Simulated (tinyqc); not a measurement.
## One-diode model of a solar cell: effect of the series resistance

J is the current delivered and Vj = V + J Rs the junction voltage. J = X JL - J01 (exp(Vj/(n1 Vt)) - 1) - Vj/Rp. The photocurrent does not depend on voltage.

Jsc at V = 0, Voc at J = 0, the maximum power point where J (1 + 2 Rs G) = G Vj with G = -dJ/dVj; FF = Vmp Jmp/(Voc Jsc); efficiency Vmp Jmp/(X Pin). Empirical fill factor without parasitics FF0 = (v - ln(v + 0.72))/(v + 1), v = Voc/(n1 Vt).

Inputs (values chosen for the exercise); values of the order met in cells of silicon:
```
symbol,value,unit,meaning
T,348,K,temperature
JL,34.9,mA/cm^2,photocurrent at one sun
X,1,suns,concentration
J01,5e-6,A/cm^2,saturation current of the diode
n1,1.62,,ideality factor of the diode
Rp,5000,ohm cm^2,shunt resistance
Pin,100,mW/cm^2,incident power at one sun
```

Constants: q = 1.602176634e-19 C, kB = 1.380649e-23 J/K, Vt = kB T/q. Results are converted to the units shown.

The same in every row: Voc (V) = 0.4299; FF0 = 0.6691.

Result of one run:
```
Rs (ohm cm^2)  Jsc (mA/cm^2)  Vmp (V)  Jmp (mA/cm^2)      FF  efficiency (%)
0                      34.90   0.3301          30.38  0.6683           10.03
```

What becomes of these results when the series resistance Rs is changed from 0 to 0.25 ohm cm^2, all else the same?

Result of the changed run:
```
Rs (ohm cm^2)  Jsc (mA/cm^2)  Vmp (V)  Jmp (mA/cm^2)      FF  efficiency (%)
0.25                   34.90   0.3242          30.21  0.6531           9.797
```

The whole series:
```
Rs (ohm cm^2)  Jsc (mA/cm^2)  Vmp (V)  Jmp (mA/cm^2)      FF  efficiency (%)
0                      34.90   0.3301          30.38  0.6683           10.03
0.05                   34.90   0.3289          30.35  0.6652           9.980
0.11                   34.90   0.3275          30.31  0.6616           9.925
0.25                   34.90   0.3242          30.21  0.6531           9.797
0.55                   34.89   0.3174          30.00  0.6350           9.525
1.2                    34.88   0.3034          29.50  0.5968           8.949
2.7                    34.85   0.2750          28.02  0.5143           7.705
6                      34.51   0.2369          23.25  0.3713           5.508
```

As Rs goes from 0 to 6, Voc stays at 0.430 V, FF falls from 0.668 to 0.371 and the efficiency falls from 10.0 to 5.51 %. Voc does not depend on Rs, since no current flows through it at open circuit; between the first two rows FF drops by 1.13 times rs = Rs Jsc/Voc in relative terms. In every row v is below 10, outside the range of the formula for FF0.

tinyqc, about 0.01 s, one thread, Intel Xeon 2.30GHz (shared host): `OMP_NUM_THREADS=1 python tinyqc.py 2280111 2280112 out.jsonl`
